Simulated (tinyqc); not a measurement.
# Berg model of reactive sputtering of a nitride or oxide: poisoning, hysteresis and pumping speed, step by step

A worked calculation. Computed by tinyqc, a small Python program that keeps every step. Command: `OMP_NUM_THREADS=1 python tinyqc.py 3029260 3029261 out.jsonl berg walk`. One thread of a shared host (Intel(R) Xeon(R) Processor @ 2.30GHz), about 0.07 s of CPU time with the checks. Intermediate numbers are printed to about 5 digits and carried at full precision; extremes and crossings named in words are read from the listed rows.

A diatomic gas reacts with bare metal on the target and on the collecting surfaces; ions remove metal and compound from the target. theta_t and theta_c are the compound fractions.

Inputs (values chosen for the exercise, close to those used for titanium dioxide): ion current density J = 9.8 mA/cm^2; target area A_t = 75 cm^2; collecting area A_c = 5800 cm^2; metal yield Y_m = 0.55; compound yield Y_c = 0.025; sticking coefficient alpha = 0.82; reactive atoms per metal atom z = 2; gas mass M = 32 u; pumping speed S = 89 l/s; gas temperature T = 300 K; reactive partial pressure P = 0.036 Pa.

Constants: e = 1.602176634e-19 C; u = 1.6605390666e-27 kg; k_B = 1.380649e-23 J/K.

## Steady state at the pressure P

Ion flux j = J/e; gas flux F = P/sqrt(2 pi M k_B T). Target: (2/z) alpha F (1 - theta_t) = j Y_c theta_t. Sputtered flows F_c = j Y_c theta_t A_t, F_m = j Y_m (1 - theta_t) A_t. Collector: (2/z) alpha F (1 - theta_c) A_c + F_c (1 - theta_c) = F_m theta_c. Gas use Q = alpha F [(1 - theta_t) A_t + (1 - theta_c) A_c] + P S/(k_B T); 1 sccm = 4.4780e17 molecules/s. Rate R = F_m + F_c, given relative to j Y_m A_t.

ion flux j = 6.1167e+16 1/(cm^2 s)

gas flux F = 9.6808e+16 1/(cm^2 s)

theta_t = 0.98110

theta_c = 0.99990

gas use (sccm): target 0.2513, collector 0.1065, pump 1.7274

total flow Q = 2.0852 sccm

rate relative to clean metal = 0.063495

The target is poisoned. The film is 100.0 % compound.

## Critical pumping speed

P is a single-valued function of the flow Q only if dQ/dP > 0 everywhere: S must exceed k_B T times the steepest fall of the surface terms with P.

pressure of the steepest fall = 7.5824e-04 Pa

critical pumping speed = 1894.3 l/s

S is 0.05 times the critical value: the flow curve is S-shaped and flow control shows hysteresis.

## The hysteresis loop

Turning points solve dQ/dP = 0; a jump keeps Q fixed; the width of the loop is the difference of the two turning flows.

Corners of the loop:
```
point                            P (Pa)  Q (sccm)  theta_t  theta_c  relative rate
edge of the metallic branch  3.9121e-04    2.8183  0.36067  0.75771        0.65573
landing, poisoned            5.1919e-02    2.8183  0.98682  0.99995        0.05804
edge of the poisoned branch  8.0861e-03    1.0676  0.92101  0.99808        0.12085
landing, metallic            4.5992e-05    1.0676  0.06220  0.20103        0.94063
```

width of the loop = 1.7506 sccm

Raising the flow past 2.82 sccm drops the rate from 0.656 to 0.058; the metallic mode returns only below 1.07 sccm. The best film reachable on the metallic branch is 76 % compound, so the region between needs pressure feedback. The pressure P of the inputs lies on the poisoned branch.

## Flow curve at three pumping speeds

The formulas are those given above.

Pressure as the free variable:
```
P (Pa)    theta_t  theta_c  relative rate  Q at S_c/4 (sccm)  Q at S_c (sccm)  Q at 2 S_c (sccm)
0.000038  0.05195  0.17058        0.95041             0.9232           0.9523              0.991
0.000076  0.09877  0.30189        0.90572             1.5600           1.6182              1.696
0.000150  0.17783  0.48310        0.83025             2.2983           2.4132              2.566
0.000270  0.28023  0.65743        0.73250             2.7824           2.9892              3.265
0.000450  0.39354  0.79126        0.62435             2.8985           3.2432              3.703
0.000760  0.52288  0.89040        0.50088             2.7070           3.2891              4.065
0.001200  0.63375  0.94346        0.39505             2.4065           3.3256              4.551
0.001900  0.73261  0.97308        0.30069             2.1338           3.5891              5.530
0.003000  0.81224  0.98783        0.22468             2.0165           4.3144              7.378
0.006100  0.89792  0.99671        0.14289             2.3600           7.0324             13.262
```

At S_c/4 the flow falls with pressure in 4 of the intervals: as the target poisons, less metal arrives to getter the gas. At 2 S_c it rises throughout. Coverages and rate depend on P alone, not on S. The collector converts before the target (theta_c = 0.79 at theta_t = 0.39), since the metal is spread over a larger area and no ions clean it. The rate tends to Y_c/Y_m = 0.045.

Checks made by the program: gas taken up by surfaces against gas bound in the growing film (relative difference below 1e-10).
